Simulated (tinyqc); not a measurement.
# Crystallisation kinetics and data retention of a phase-change cell: effects of single changes

Johnson-Mehl-Avrami-Kolmogorov law X = 1 - exp(-y^n), y = integral of k dt, k = (1/100 s) exp[-(Ec q/kB)(1/T - 1/T1)].

Inputs (values chosen for the exercise); values of the order of Ge-Sb-Te and related chalcogenides: activation energy of crystallisation Ec = 2.7 eV; temperature at which the rate k is 1/(100 s) T1 = 417 K; Avrami exponent n = 2.5; crystalline share at which the state is lost Xf = 0.2; storage temperature T = 361 K.

Constants: q = 1.602176634e-19 C, kB = 1.380649e-23 J/K. Results are converted to the units shown.

Each table varies one quantity; the others keep the values above.

## Kissinger analysis

Tp is the temperature of the largest dX/dt on a ramp of rate b (b in K/min in the logarithm).

Results:
```
b (K/min),Tp (K),q/kB Tp (1/eV),ln(b/Tp^2),X at the peak
0.5,407.10,28.505,-12.711,0.62842
1,410.71,28.255,-12.036,0.62839
5,419.33,27.674,-10.468,0.62831
10,423.15,27.424,-9.7929,0.62828
20,427.05,27.174,-9.1181,0.62824
50,432.30,26.844,-8.2262,0.62820
100,436.36,26.594,-7.5518,0.62816
```

Estimate the missing row, b = 2 K/min.

Computed row:
```
b (K/min),Tp (K),q/kB Tp (1/eV),ln(b/Tp^2),X at the peak
2,414.38,28.005,-11.360,0.62836
```

With this row back in the table: Tp rises from 407 to 436 K. The slope of ln(b/Tp^2) against q/kB Tp between the end rows is -2.699 eV, against Ec = 2.7 eV, and X at the peak stays near 1 - 1/e = 0.632 (0.628 to 0.628).

## Effect of the activation energy at a fixed measured point

Same model as above.

At fixed T the state fails at t = (-ln(1 - Xf))^(1/n)/k; ten years are 3.15576e8 s. k at T1 is held.

Results:
```
Ec (eV),temperature for ten years (K),time to fail at T (years)
1.5,303.74,0.0011286
1.8,318.14,0.0041208
2.1,329.30,0.015046
2.4,338.19,0.054937
2.7,345.44,0.20059
3,351.47,0.73240
3.6,360.93,9.7640
```

Estimate the missing row, Ec = 3.3 eV.

Computed row:
```
Ec (eV),temperature for ten years (K),time to fail at T (years)
3.3,356.57,2.6742
```

With this row back in the table: The ten-year temperature rises from 304 to 361 K, and the projected life at 361 K spans 3.94 decades: an error of 0.1 eV changes it by a factor of 1.54.

Range of the model: One Arrhenius rate is assumed; incubation, growth from the boundary and the non-Arrhenius kinetics of the supercooled liquid are left out.

tinyqc, about 0.03 s, one thread, Intel Xeon 2.30GHz (shared host): `OMP_NUM_THREADS=1 python tinyqc.py 2490015 2490016 out.jsonl`
